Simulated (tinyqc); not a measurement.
Resistance of a source-drain extension with a graded tip: two steps of the calculation.

y runs along the channel, the gate covers y > 0. The doping is N0 for y < y0 and N0 10^(-(y - y0)/la) beyond, uniform over the depth xj. Sheet conductance s(y) = q mu(N) max(N - Nch, 0) xj + (for y > 0) ma Cox Vo, with mu(N) = u0 + (u1 - u0)/(1 + (N/Nr)^au) and Cox = eps0 eox/tox. Current is taken as one-dimensional; depletion of the tip, spreading and the contact are left out. The metallurgical junction lies at yj, where N = Nch.

Inputs (values chosen for the exercise); mobility law close to that of holes in silicon: relative permittivity of the gate insulator (close to silicon dioxide) eox = 3.9; insulator thickness tox = 2.1 nm; active doping of the extension far from the gate N0 = 7.9e19 cm^-3; lateral abruptness la = 4.4 nm/decade; position under the gate where the fall begins (gate edge at 0) y0 = -0.5 nm; depth of the extension xj = 26 nm; channel doping Nch = 5.4e17 cm^-3; gate overdrive Vo = 0.69 V; mobility of the gate-induced layer ma = 76 cm^2/(V s); mobility at low doping u1 = 470.5 cm^2/(V s); mobility at high doping u0 = 44.9 cm^2/(V s); reference doping Nr = 2.23e17 cm^-3; exponent au = 0.719; gate length Lg = 90 nm.

Constants: q = 1.602176634e-19 C, eps0 = 8.8541878128e-14 F/cm where lengths are in cm. Results are converted to the units shown.

Question 1. Sheet resistances and junction position. yj = y0 + la log10(N0/Nch); sheet resistance of the full extension 1/[q mu(N0)(N0 - Nch) xj] and of the gate-induced layer 1/(ma Cox Vo); metallurgical length Lg - 2 yj; ye is where the doped and the gate-induced conductances are equal.

Find: yj; sheet resistance of the extension; sheet resistance of the induced layer; metallurgical length; ye; N at ye.

Answer 1.

yj = 9.027 nm
sheet resistance of the extension = 599.2 ohm/square
sheet resistance of the induced layer = 1.160e4 ohm/square
metallurgical length = 71.95 nm
ye = 6.156 nm
N at ye = 2.426e18 cm^-3

The gate takes over 2.87 nm before the junction, where N is still 4.49 times the channel doping.

Question 2. Resistance of the overlapped part. Midpoint rule on 12 equal steps from 0 to yj: R_ov = sum h/s(y), per width.

Wanted: y; N; doped conductance; sheet resistance; R_ov.

Answer 2.

```
point   y (nm)  N (cm^-3)  doped conductance (uS)  sheet resistance (ohm/square)
0      0.37613  4.9947e19                  1099.4                         843.40
1       1.1284  3.3693e19                  775.23                         1160.8
2       1.8806  2.2729e19                  551.64                         1567.7
3       2.6329  1.5332e19                  396.19                         2072.9
4       3.3851  1.0343e19                  286.93                         2679.8
5       4.1374  6.9771e18                  208.94                         3387.9
6       4.8896  4.7066e18                  152.11                         4195.7
7       5.6419  3.1750e18                  109.56                         5107.5
8       6.3941  2.1418e18                  76.619                         6140.7
9       7.1464  1.4448e18                  50.119                         7334.2
10      7.8986  9.7464e17                  27.950                         8758.1
11      8.6509  6.5747e17                  8.7550                          10528
```

R_ov = 40.454 ohm um

tinyqc, about 0.03 s, one thread, Intel Xeon 2.30GHz (shared host): `OMP_NUM_THREADS=1 python tinyqc.py 2282009 2282010 out.jsonl`
